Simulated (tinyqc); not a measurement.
From V_3 back to film conductivity kappa_f: the 3-omega method: a line heater on a substrate with a thin film. Computed by tinyqc, a small Python program. Command: `OMP_NUM_THREADS=1 python tinyqc.py 3020610 3020611 out.jsonl threeomega inv`. One thread of a shared host (Intel(R) Xeon(R) Processor @ 2.30GHz), about 0.03 s of CPU time with the checks.

A current at angular frequency omega = 2 pi f heats the line at 2 omega with the amplitude P per length; the temperature swing Delta T at 2 omega gives a voltage at 3 omega. The substrate is taken as semi-infinite and isotropic, and the heat capacity of heater and film is left out.

Inputs (values chosen for the exercise, modelled on a low-k dielectric on silica): substrate conductivity kappa = 1.4 W/(m K); substrate heat capacity C = 1.71 1e6 J/(m^3 K); heater half-width b = 18 micrometre; power amplitude per length P = 2.7 W/m; current frequency f = 88 Hz; film thickness t = 37 nm; interface resistance R_i = 18 m^2 K/GW; substrate thickness d_s = 525 micrometre; temperature coefficient of resistance beta = 2 1e-3/K; voltage amplitude V_1 = 2 V.

Method:
- D = kappa/C; q = sqrt(2 i omega/D); penetration depth 1/|q| = sqrt(D/(2 omega)).
- Delta T_s = (P/(pi kappa)) int_0^infinity (sin x/x)^2 / sqrt(x^2 + (q b)^2) dx with (q b)^2 = i |q b|^2, averaged over the heater width (12 Gauss-Legendre points on each of the pieces 0, 14 log-spaced edges from 1e-5 to 1, and multiples of pi to 40 pi; the tail adds 1/(4 (40 pi)^2)).
- For |q| b much below 1: Delta T_s = (P/(pi kappa)) [-ln(|q| b) + eta - i pi/4], eta = 3/2 - C_E = 0.92278, with Euler's C_E = 0.5772157.
- One-dimensional flow across the film: Delta T_f = P (t/kappa_f + R_i)/(2 b); total in-phase swing Delta T = Delta T_s + Delta T_f; third-harmonic amplitude V_3 = V_1 beta |Delta T|/2 with the out-of-phase part included; the apparent film conductivity is t/(t/kappa_f + R_i).

Problem. A run gave the result below. Find the film conductivity kappa_f, known to lie between 0.23 and 0.41 W/(m K).

V_3 = 1.916722 mV

Solution.

Each step takes the trial c = (a f_b - b f_a)/(f_b - f_a), f being the result less the target and a, b, c the logarithms of the listed values; c replaces end b, the old b replaces a if the sign of f changed, and otherwise f_a is halved.

Scan of the range:
```
film conductivity kappa_f (W/(m K))  V_3 (mV)
0.230                                 1.92128
0.253                                 1.91931
0.279                                 1.91747
0.307                                 1.91583
0.338                                 1.91434
0.372                                 1.91299
0.410                                 1.91175
```

False position (Illinois rule, in the logarithm of the input) inside the bracket:
```
step     end a     end b     trial  V_3 (mV)
1     0.279000  0.307000  0.291426   1.91670
2     0.279000  0.291426  0.290797   1.91674
3     0.291426  0.290797  0.291096   1.91672
4     0.290797  0.291096  0.291096   1.91672
```

V_3 falls at every point of a 13-point scan of the range (every second point is shown), so one value fits; it is bracketed by 0.279 and 0.307. Answer: film conductivity kappa_f = 0.2911 W/(m K).

Caution: the film does not conduct much worse than the substrate, so heat spreads in it and the one-dimensional step is only approximate, and wrong once kappa_f nears or exceeds kappa.
